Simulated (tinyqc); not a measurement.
Conduction-band offset of an n-N heterojunction from carrier-profile moments: two steps of the calculation.

Layer 1 (x < 0) accumulates electrons and layer 2 (x > 0) is depleted. Boltzmann statistics. The bands bend down by V1 in layer 1 and up by V2 in layer 2, with V1 + V2 = VD = dE + Vt ln[(N2/Nc2)/(N1/Nc1)].

Inputs (values chosen for the exercise); values of the order of III-V alloys:
```
symbol   value   unit                                      meaning
T          200      K                                  temperature
eps_r       12                relative permittivity of both layers
Nc1     3.4e17  cm^-3  density of states of the narrow-gap layer 1
Nc2     6.9e17  cm^-3    density of states of the wide-gap layer 2
dE        0.24     eV                       conduction-band offset
N1      5.8e15  cm^-3                     donor density in layer 1
N2      7.6e15  cm^-3                     donor density in layer 2
si           0  cm^-2                fixed charge at the interface
```

Constants: q = 1.602176634e-19 C, kB = 1.380649e-23 J/K, Vt = kB T/q, eps0 = 8.8541878128e-14 F/cm where lengths are in cm. Results are converted to the units shown.

Task 1. Division of the diffusion potential. Sheet densities from the first integral: Q1 = sqrt((2 eps0 eps_r Vt N1/q)(exp(u1) - u1 - 1)) extra electrons, Q2 = sqrt((2 eps0 eps_r Vt N2/q)(exp(-u2) + u2 - 1)) missing ones, u = V/Vt; neutrality Q1 = Q2 + si. Q1 - Q2 rises steadily with V1, so V1 follows by bisection.

Wanted: VD; V1; V2; Q1; n at x = 0-; n at x = 0+.

Result 1.

VD = 0.2325 V
V1 = 0.04831 V
V2 = 0.1842 V
Q1 = 1.297e11 cm^-2
n at x = 0- = 9.566e16 cm^-3
n at x = 0+ = 1.739e11 cm^-3

n drops across the interface by 5.50e5 = (Nc1/Nc2) exp(dE/Vt).

Task 2. Offset from the moments. A C-V profile smears n(x) but keeps its zeroth and first moments: si = -int (N - n) dx, VD = (q/(eps0 eps_r)) int (N - n) x dx, dE = VD - Vt ln[(N2/Nc2)/(N1/Nc1)]. Use the trapezoidal rule on each side.

```
left point  -x (nm)  n in layer 1 (cm^-3)
0                 0            9.56634e16
1              1.03            8.54512e16
2              6.22            5.33693e16
3              17.9            2.65953e16
4              37.7            1.39289e16
5              67.4            8.78925e15
6               108            6.80361e15
7               162            6.07547e15
8               229            5.85944e15
9               311            5.80932e15
```

```
right point  x (nm)  n in layer 2 (cm^-3)
0                 0            1.73933e11
1              25.4            2.50702e12
2              62.6            5.75853e13
3               106            7.08770e14
4               154            3.15375e15
5               206            5.88771e15
6               261            7.13015e15
7               319            7.49120e15
8               379            7.57667e15
9               442            7.59540e15
```

Wanted: si; VD; dE.

Result 2.

si = 9.61e9 cm^-2
VD = 0.231 V
dE = 0.239 eV

On these few points dE comes out -1.2 meV from the true 0.24 eV, and si misses by 9.6e9 cm^-2, 7.4 % of Q1.

tinyqc, about 0.07 s, one thread, Intel Xeon 2.30GHz (shared host): `OMP_NUM_THREADS=1 python tinyqc.py 2410091 2410092 out.jsonl`
